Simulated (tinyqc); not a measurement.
# p-n diode with diffusion and depletion-layer recombination: what changes with what

Abrupt junction in the depletion approximation, low injection, full ionisation, neutral widths fixed, ohmic contact on the p side. Vj is the junction voltage; where a series resistance Rs is given, V = Vj + J Rs is the terminal voltage.

Inputs (values chosen for the exercise); band and dielectric values those of a made-up semiconductor: temperature T = 293 K; band gap Eg = 1.06 eV; relative permittivity eps_r = 9.54; conduction-band density of states at T Nc = 3.22e19 cm^-3; valence-band density of states at T Nv = 2.45e19 cm^-3; acceptor density Na = 6.5e17 cm^-3; donor density Nd = 1.1e16 cm^-3; electron mobility in the p side mun = 230 cm^2/(V s); hole mobility in the n side mup = 350 cm^2/(V s); electron lifetime tn = 1e-7 s; hole lifetime tp = 7e-9 s; neutral width of the p side wp = 25 um; neutral width of the n side wn = 4.4 um; recombination velocity at the n contact Sp = 1e7 cm/s; series resistance Rs = 0.00019 ohm cm^2; trap level above the intrinsic level Et = 0.18 eV; junction voltage at which recombination is evaluated Vj = 0.42 V.

Constants: q = 1.602176634e-19 C, kB = 1.380649e-23 J/K, Vt = kB T/q, eps0 = 8.8541878128e-14 F/cm where lengths are in cm. Results are converted to the units shown.

Each table varies one quantity; the others keep the values above.

## Currents and ideality against junction voltage

ni = sqrt(Nc Nv) exp(-Eg/(2 Vt)), Eg in volts; D = mu Vt; Ln = sqrt(Dn tn), Lp = sqrt(Dp tp); J0n = q ni^2 Dn coth(wp/Ln)/(Ln Na); J0p = (q ni^2 Dp/(Lp Nd)) (s + tanh(wn/Lp))/(1 + s tanh(wn/Lp)), s = Sp Lp/Dp. J_diff = (J0n + J0p)(exp(Vj/Vt) - 1). Vbi = Vt ln(Na Nd/ni^2), W = sqrt(2 eps0 eps_r (Vbi - Vj)(1/Na + 1/Nd)/q), xp = W Nd/(Na + Nd), xn = W Na/(Na + Nd); u(x) = q Na (x + xp)^2/(2 eps0 eps_r) for x < 0 and Vbi - Vj - q Nd (xn - x)^2/(2 eps0 eps_r) for x > 0; p = Na exp(-u/Vt), n = Nd exp((u - Vbi + Vj)/Vt); U = ni^2 (exp(Vj/Vt) - 1)/(tp (n + ni exp(Et/Vt)) + tn (p + ni exp(-Et/Vt))); J_scr = q times the integral of U from -xp to xn. J = J_diff + J_scr. Ideality = (1/Vt) dVj/d ln J or (1/Vt) dV/d ln J; last column ni^2 exp(Vj/Vt)/N^2.

Results:
```
Vj (V),J_diff (A/cm^2),J_scr (A/cm^2),J (A/cm^2),V (V),ideality against Vj,ideality against V,"minority/doping, lighter side"
0.19,4.707e-7,2.740e-6,3.211e-6,0.1900,1.192,1.192,7.075e-9
0.3,3.673e-5,6.512e-5,1.018e-4,0.3000,1.293,1.293,5.518e-7
0.35,2.661e-4,2.230e-4,4.891e-4,0.3500,1.221,1.221,3.998e-6
0.4,0.001928,7.253e-4,0.002653,0.4000,1.126,1.126,2.896e-5
0.46,0.02076,0.002975,0.02373,0.4600,1.053,1.053,3.118e-4
0.51,0.1504,0.009677,0.1601,0.5100,1.026,1.027,0.002259
0.56,1.089,0.02877,1.118,0.5602,1.013,1.022,0.01637
0.62,11.73,0.06321,11.79,0.6222,1.004,1.093,0.1762
```

Estimate the missing row, Vj = 0.24 V.

Computed row:
```
Vj (V),J_diff (A/cm^2),J_scr (A/cm^2),J (A/cm^2),V (V),ideality against Vj,ideality against V,"minority/doping, lighter side"
0.24,3.412e-6,1.269e-5,1.611e-5,0.2400,1.264,1.264,5.126e-8
```

With this row back in the table: The ideality against Vj goes from 1.19 through a maximum of 1.29 (at Vj = 0.3 V among the rows listed) to 1.00. Diffusion overtakes recombination in the layer between Vj = 0.3 and 0.35 V. J_scr alone has an ideality of 1.29 between the first two rows and 3.02 between the last two. Rows from Vj = 0.62 V on lie beyond low injection.

## Effect of the recombination velocity at the n contact

Same model as above.

J = J_diff + J_scr.

The same in every row: J0n (A/cm^2) = 8.697e-13; J_scr (A/cm^2) = 0.001159; wn/Lp = 1.769.

Results:
```
Sp (cm/s),J0p (A/cm^2),J_diff (A/cm^2),J_scr/J (%)
1,2.254e-10,0.003793,23.41
10,2.255e-10,0.003793,23.41
100,2.255e-10,0.003794,23.40
1000,2.262e-10,0.003805,23.35
1e5,2.456e-10,0.004131,21.91
1e6,2.522e-10,0.004242,21.46
1e7,2.531e-10,0.004257,21.40
```

Estimate the missing row, Sp = 10000 cm/s.

Computed row:
```
Sp (cm/s),J0p (A/cm^2),J_diff (A/cm^2),J_scr/J (%)
10000,2.313e-10,0.003891,22.95
```

With this row back in the table: As Sp goes from 1 to 1e7, J0p rises from 2.25e-10 to 2.53e-10 A/cm^2, J_scr stays at 0.00116 A/cm^2 and its share falls from 23.4 to 21.4 %. J0p crosses its long-base value at Sp = Dp/Lp = 35500 cm/s; with wn/Lp = 1.8 the contact changes it by a factor of 1.12 over the table.

Program tinyqc, `OMP_NUM_THREADS=1 python tinyqc.py 2260145 2260146 out.jsonl`; Intel Xeon 2.30GHz, shared host, one thread, about 0.01 s.
